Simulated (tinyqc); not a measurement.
Where the moved charge sits: band offset of a heterojunction with an interface dipole (two-band chains, self-consistent charge).

Sites alternate A, C. Left: A at -G1/2, C at +G1/2, hopping -t1; right: A at D - G2/2, C at D + G2/2, hopping -t2; the bonds across the two interfaces of a ring (C left to A right, C right to A left) have -sqrt(t1 t2). D is the offset of the mid-gaps, so Ev(right) - Ev(left) = D - (G2 - G1)/2 and Ec(right) - Ec(left) = D + (G2 - G1)/2. The closing bond has its sign reversed (antiperiodic ring). Half the levels are filled with two electrons each. The charge moved is q = (electrons on the left) less one a site; the mean over the two interfaces, q/2, is taken as the charge that crosses each, and its dipole opposes the offset: D = D0 - u q/2.

From here on the ring has 24 cells a side.

Parameters, chosen for this exercise (gaps near those of SiC and SiO2; the chains and D0 are free models, so the offsets are not those of the real pair; shifted at random, so the results belong to these values and not to a real crystal): G1 = 3.24 eV (gap on the left); G2 = 9.36 eV (gap on the right); t1 = 2.37 eV (hopping on the left); t2 = 1.71 eV (hopping on the right).

D = -0.46058 eV

Electrons in cell k from an interface at the self-consistent D, less those at D = 0. Interface 1 joins C left to A right, interface 2 C right to A left. The decay lengths 1/(2 kappa a) are those of mid-gap states, cosh(kappa a) = 1 + G^2/(8 t^2).

Change of the electron count:

| k | left of 1 | right of 1 | left of 2 | right of 2 |
|---|---|---|---|---|
| 1 | -0.00881 | 0.01051 | -0.01029 | 0.01227 |
| 2 | -0.00142 | 0.00009 | -0.00165 | 0.00011 |
| 3 | -0.00030 | 0.00000 | -0.00034 | 0.00000 |
| 5 | -0.00002 | 0.00000 | -0.00002 | 0.00000 |
| 6 | 0.00000 | 0.00000 | 0.00000 | 0.00000 |

Give the missing row, k = 4.

Computed row:
```
k  left of 1  right of 1  left of 2  right of 2
4   -0.00007     0.00000   -0.00008     0.00000
```

decay lengths (cells): left 0.745, right 0.223

Over six cells interface 1 moves -0.0106 electrons to the left side and +0.0106 to the right, interface 2 -0.0124 and +0.0124: each change is a dipole, and the two differ because the bonds join different sites. The first cells hold 91 % of it at interface 1. The tail is longer on the left, where the gap is smaller against the hopping: from k = 2 to 4 it falls by a factor 21.3, and pure mid-gap decay would give 14.6; the exponential carries a prefactor that falls as a power of the distance, so the first cells drop faster.

Computed by tinyqc, a small Python program: `OMP_NUM_THREADS=1 python tinyqc.py 1480287 1480288 out.jsonl` (the numbers bound the seed that draws the inputs); one thread of a shared host (Intel(R) Xeon(R) Processor @ 2.30GHz), about 0.5 s for the whole set of steps.
